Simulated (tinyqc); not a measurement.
Free and trapped electrons in a MOS channel with a dense trap tail: one step of the calculation.

p-type body, charge-sheet picture, full ionisation (an idealisation for deep acceptors), Boltzmann statistics for free electrons. e = Ec - EF at the surface. Acceptor-like traps of density D(E) = D0 + De exp(-E/Ew) at depth E below Ec, from 0 to Eu, hold n_t = integral of D(E)/(1 + exp((e - E)/Vt)). psi = Eg - Vt ln(Nv/Na) - e; N_dep = sqrt(2 eps0 eps_r Na (psi - Vt)/q); n_f = sqrt(N_dep^2 + 2 eps0 eps_r Vt Nc exp(-e/Vt)/q) - N_dep; Vg = Vfb + psi + q (N_dep + n_t + n_f)/Cox, Cox = eps0 eox/tox.

Question. Trapped charge. Trapezoid rule on 14 equal steps from 0 to Eu, f = 1/(1 + exp((e - E)/Vt)).

Parameters, values chosen for the exercise; band and dielectric values close to those of 4H silicon carbide: temperature T = 300 K; constant background density of acceptor-like traps D0 = 1.2e11 cm^-2 eV^-1; density of the tail at the conduction edge De = 6.8e12 cm^-2 eV^-1; decay energy of the tail Ew = 0.1 eV; depth below Ec down to which the traps reach Eu = 0.52 eV; Ec - EF at the surface e = 0.107 eV.

Constants: q = 1.602176634e-19 C, kB = 1.380649e-23 J/K, Vt = kB T/q. Results are converted to the units shown.

Give: E; D(E) f; n_t.

Answer.

E, point 0 to 14 (eV): [0, 0.03714, 0.07429, 0.1114, 0.1486, 0.1857, 0.2229, 0.2600, 0.2971, 0.3343, 0.3714, 0.4086, 0.4457, 0.4829, 0.5200]
D(E) f, point 0 to 14 (cm^-2 eV^-1): [1.086e11, 3.023e11, 7.383e11, 1.276e12, 1.382e12, 1.128e12, 8.427e11, 6.234e11, 4.681e11, 3.602e11, 2.857e11, 2.343e11, 1.988e11, 1.744e11, 1.575e11]
n_t = 3.026e11 cm^-2

tinyqc, about 0.02 s, one thread, Intel Xeon 2.30GHz (shared host): `OMP_NUM_THREADS=1 python tinyqc.py 2222247 2222248 out.jsonl`
